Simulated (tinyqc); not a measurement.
Zener tunnelling in a reverse-biased junction, two-band WKB: exponent along the true band profile.

Abrupt p-n junction, depletion approximation. Energies E are counted from the conduction-band edge of the neutral n side; its Fermi level lies at dn, that of the p side at dn - V, and the valence-band edge of the neutral p side at Em = dn + dp - V. Tunnelling needs 0 < E < Em. Two-band dispersion with equal masses m: inside the gap kappa = sqrt(m u (1 - u/Eg)/C), u the distance from a band edge, C = hbar^2/(2 m0).

Nd = Nc F12(dn/Vt), Na = Nv F12(dp/Vt), F12(x) = (2/sqrt(pi)) int_0^infinity sqrt(u)/(1 + exp(u - x)) du; dn = EF - Ec on the n side, dp = Ev - EF on the p side (negative outside the bands); Vbi = Eg + dn + dp. W = sqrt(2 eps0 eps_r (Vbi - V)(1/Na + 1/Nd)/q), mean field F = (Vbi - V)/W, peak field 2 F. In a uniform field F the exponent is S = pi sqrt(m/C) Eg^1.5/(4 F). Transverse energy Et = C kt^2/m raises it to S (1 + 4 Et/Eg), so T = exp(-S) exp(-Et/Eb) with Eb = Eg/(4 S). KJ = (2 q^2/h) m/(4 pi C) (times 1e14 for A/cm^2 per eV^2). Along the true parabolic profile the field at the point where the conduction edge stands at e = E + u is sqrt(2 q Nd e/(eps0 eps_r)) for e < a D and sqrt(2 q Na (D - e)/(eps0 eps_r)) above, D = Vbi - V, a = Na/(Na + Nd); S(E) = 2 int_0^Eg kappa(u) du/field.

Inputs (values chosen for the exercise); band and dielectric values close to those of In0.53Ga0.47As:
- T = 77 K (temperature)
- Eg = 0.75 eV (band gap)
- eps_r = 13.8 (relative permittivity)
- Nc = 2.73e16 cm^-3 (conduction-band density of states at 77 K)
- Nv = 1.02e18 cm^-3 (valence-band density of states at 77 K)
- m = 0.052 m0 (band-edge mass of the two-band model)
- Na = 4e18 cm^-3 (acceptor density)
- Nd = 2.9e18 cm^-3 (donor density)
- V = -1.4 V (bias of the p side)

Constants: q = 1.602176634e-19 C, kB = 1.380649e-23 J/K, hbar = 1.054571817e-34 J s, m0 = 9.1093837015e-31 kg, Vt = kB T/q, eps0 = 8.8541878128e-14 F/cm where lengths are in cm, hbar^2/(2 m0) = 0.0380998212 eV nm^2. Results are converted to the units shown.

Exponent along the true band profile:
```
E (eV)   S(E)  S(E)/S of the mean field
0.096   10.76                    0.9186
0.272   8.804                    0.7514
0.447   7.697                    0.6570
0.623   6.936                    0.5920
0.799   6.450                    0.5505
0.975   6.335                    0.5407
1.15    6.652                    0.5678
1.326   7.500                    0.6402
1.502   9.170                    0.7827
```

S(E) goes from 10.8 through a minimum of 6.33 (at E = 0.975 eV among the rows listed) to 9.17. The mean field gives S = 11.7 and the peak field 5.86; the smallest S(E) is 0.54 of the mean-field value, so the mean field understates the best transmission by a factor of 217.

Range of the model: Parabolic densities of states, no band tails and no gap narrowing, all of which matter at such doping.

Computed by the program tinyqc: `OMP_NUM_THREADS=1 python tinyqc.py 2620088 2620089 out.jsonl`, one thread of a shared Intel Xeon 2.30GHz, about 0.01 s for the whole run.
